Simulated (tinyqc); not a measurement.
Worked calculation: thin-film optics by transfer matrices. Values are carried at full precision from step to step, so a last printed digit may differ when a step is redone from the rounded ones.

Indices N = n + i k. Snell: N0 sin(theta) = N_j sin(theta_j), with Im(N_j cos theta_j) >= 0. Admittance y_j = N_j cos theta_j for s and N_j/cos theta_j for p. Phase delta_j = 2 pi N_j cos theta_j d_j/lambda. Layer matrix [[cos delta, -i sin delta/y], [-i y sin delta, cos delta]], multiplied from the top down to M. (B, C) = M (1, y_sub); r = (y0 B - C)/(y0 B + C), R = |r|^2, T = 4 Re y0 Re y_sub/|y0 B + C|^2, absorbed in the films 1 - R - T.

Inputs chosen for the exercise (indices near those of resist, ARC on W; not measured data): lam = 633 nm (vacuum wavelength); n0 = 1 (ambient index); n = (1.63, 1.653, 3.572) (n of resist, ARC, substrate); k = (0, 0.02, 2.887) (k in the same order); d = (195, 69.8) nm (thicknesses, top first); theta = 70 degrees (angle of incidence); pol = s (polarisation).

## Angles, admittances and phases

Form cos theta_j, y_j and delta_j.

cos theta_j: ambient 0.3420, film 1 0.8171, film 2 0.8228+0.0048i, substrate 0.9958+0.0206i

y_j: ambient 0.3420, film 1 1.3319, film 2 1.3600+0.0243i, substrate 3.4977+2.9483i

delta_j (rad): film 1 2.5779, film 2 0.9423+0.0168i

## Layer matrices and their product

Form each matrix and multiply from the top down.

matrix of film 1:
```
          1         2
1   -0.8453  -0.4011i
2  -0.7116i   -0.8453
```

matrix of film 2:
```
                1                2
1  0.5880-0.0136i  -0.0033-0.5948i
2  0.0331-1.1000i   0.5880-0.0136i
```

M:
```
                 1                2
1  -0.9383-0.0018i  -0.0026+0.2669i
2  -0.0377+0.5114i  -0.9203+0.0139i
```

Each matrix has determinant 1, and so has M.

## Reflection and transmission

Close the stack on the substrate.

B, C: -1.7344+0.9240i  -3.2977-2.1534i

r = -0.8134-0.2506i
R = 0.7244
T into the substrate = 0.2584
absorbed in the films = 0.0172

The bare substrate would reflect 0.7958.

## Ellipsometric angles

Ellipsometry: rho = tan(Psi) exp(i Delta) = -conj(r_p/r_s) with the r of the admittance formula, Delta in 0 to 360 degrees, so that a bare dielectric at small angles gives Delta = 180.

Repeat the steps for both polarisations.

r_s = -0.8134-0.2506i
r_p = 0.1152-0.4833i
Psi = 30.27 degrees
Delta = 93.71 degrees

## Checks

- R against the recursion of Airy sums from the substrate up: both 0.72440.

Computed by tinyqc, a small Python program: `OMP_NUM_THREADS=1 python tinyqc.py 1682034 1682035 out.jsonl` (the numbers bound the seed that draws the inputs); one thread of a shared host (Intel(R) Xeon(R) Processor @ 2.30GHz), about 0.01 s for the whole set of steps.
